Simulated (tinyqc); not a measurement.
Input admittance of a MOSFET at zero drain bias: distributed channel and distributed gate: two steps of the calculation.

Source and drain grounded, strong inversion, w = 2 pi f, Cox = eps0 eox/tox. The channel is an RC line of resistance 1/(mu Cox Vo) per square fed from both ends, so one finger has the intrinsic admittance y = i w Cox L tanh(g)/g per width, g = (1/2) sqrt(i w tau), tau = L^2/(mu Vo). The vertical resistance rv/L is in series with y, the overlaps 2 i w Cov in parallel: y_t = 1/(1/y + rv/L) + 2 i w Cov. The gate strip is a line of Rsh/L per length loaded by y_t, so a finger has Y = y_t Wf tanh(k)/k, k = (Wf/sd) sqrt(y_t Rsh/L); the device has Nf Y.

Inputs (values chosen for the exercise); values of the order met in silicon radio-frequency transistors:
```
symbol  value        unit                                                                 meaning
eox       3.9              relative permittivity of the gate insulator (close to silicon dioxide)
tox       1.7          nm                                                     insulator thickness
L         1.7          um                                                          channel length
Wf        1.3          um                                                            finger width
Nf         16                                                                   number of fingers
mu        100  cm^2/(V s)                                                        channel mobility
Vo       0.34           V                                                          gate overdrive
Rsh       9.4  ohm/square                                            sheet resistance of the gate
rv          0    ohm um^2                                  vertical resistivity of the gate stack
sd          1                                       number of ends at which a finger is contacted
Cov      0.26       fF/um                             overlap and fringe capacitance on each side
f        0.11         GHz                                                               frequency
```

Constants: eps0 = 8.8541878128e-14 F/cm where lengths are in cm. Results are converted to the units shown.

Question 1. Low-frequency resistances and capacitance. Low-frequency limits, with c = Cox L and ct = c + 2 Cov: R_strip = Rsh Wf/(3 sd^2 L Nf), R_ch = (c/ct)^2 L/(12 mu Cox Vo Wf Nf), R_vert = (c/ct)^2 rv/(L Wf Nf), C = ct Wf Nf.

Find: parts; sum; C; 1/(2 pi R C).

Answer 1.

parts (ohm): strip 0.1498, channel 95.71, vertical 0
sum = 95.86 ohm
C = 729.1 fF
1/(2 pi R C) = 2.277 GHz

The channel term is the largest, 99.8 % of the sum.

Question 2. Input impedance of the device. k and Y as defined; Z = 1/(Nf Y) = R + 1/(i w C); Q = |Im Z|/R; signal at the point farthest from a contact |1/cosh k|.

y_t = 1.164346+24.157342i uS/um

Wanted: k; Nf Y; R; C; Q; signal at the far point.

Answer 2.

k = 0.01088+0.01037i
Nf Y = 0.0243+0.5025i mS
R = 95.85 ohm
C = 728.7 fF
Q = 20.72
signal at the far point = 1.000

Numbers from tinyqc (`OMP_NUM_THREADS=1 python tinyqc.py 2262103 2262104 out.jsonl`; about 0.01 s on one thread of a shared Intel Xeon 2.30GHz).
